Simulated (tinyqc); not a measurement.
Worked calculation: CCSD on RHF in the sto-3g basis, frozen core, for BeH2, spin multiplicity 1. One step of it, computed by the program tinyqc.

Task: CCSD: starting amplitudes. t_ij^ab = <ij||ab> / (e_i + e_j - e_a - e_b), whose energy is MP2.

orbital energies (hartree): MO1 -4.517662, MO2 -0.467660, MO3 -0.433466, MO4 0.210231, MO5 0.210231, MO6 0.488730, MO7 1.022361

Two-electron integrals over orbitals (pq|rs), unique and non-zero (hartree); the lowest 1 orbital is frozen and left out:
```
(22|22) 0.405125    (32|32) 0.165519    (33|22) 0.418598    (33|33) 0.441635
(42|42) 0.050150    (43|43) 0.015246    (44|22) 0.373558    (44|33) 0.361889
(44|44) 0.449859    (52|52) 0.050150    (53|53) 0.015246    (54|54) 0.024249
(55|22) 0.373558    (55|33) 0.361889    (55|44) 0.401360    (55|55) 0.449859
(62|22) -0.027696   (62|33) -0.050229   (62|44) 0.047886    (62|55) 0.047886
(62|62) 0.076471    (63|32) -0.095869   (63|63) 0.083153    (64|42) 0.047585
(64|64) 0.051088    (65|52) 0.047585    (65|65) 0.051088    (66|22) 0.402304
(66|33) 0.413283    (66|44) 0.370778    (66|55) 0.370778    (66|62) -0.037477
(66|66) 0.416257    (72|32) -0.045894   (72|63) 0.061098    (72|72) 0.056522
(73|22) -0.008222   (73|33) -0.023091   (73|44) 0.055781    (73|55) 0.055781
(73|62) 0.071654    (73|66) -0.028849   (73|73) 0.081215    (74|43) 0.013863
(74|74) 0.016373    (75|53) 0.013863    (75|75) 0.016373    (76|32) 0.143466
(76|63) -0.096800   (76|72) -0.058104   (76|76) 0.141881    (77|22) 0.435709
(77|33) 0.454951    (77|44) 0.394438    (77|55) 0.394438    (77|62) -0.042167
(77|66) 0.442492    (77|73) -0.016152   (77|77) 0.498117
```

Give: Starting amplitudes; correlation energy.

Result:

Starting amplitudes (spin orbitals 1a, 1b, ...; amplitudes related by a flip of all spins are not repeated):
```
from      to        t
3a 3b  6a 6b  -0.0451
2a 2b  6a 6b  -0.0400
2a 2b  4a 4b  -0.0370
2a 2b  5a 5b  -0.0370
2a 3b  6a 7b  -0.0297
3a 3b  7a 7b  -0.0279
2a 3b  6b 7a   0.0253
2a 2b  7a 7b  -0.0190
3a 3b  4a 4b  -0.0118
3a 3b  5a 5b  -0.0118
2a 3a  6a 7a  -0.0044
```

correlation energy = -0.021659 hartree
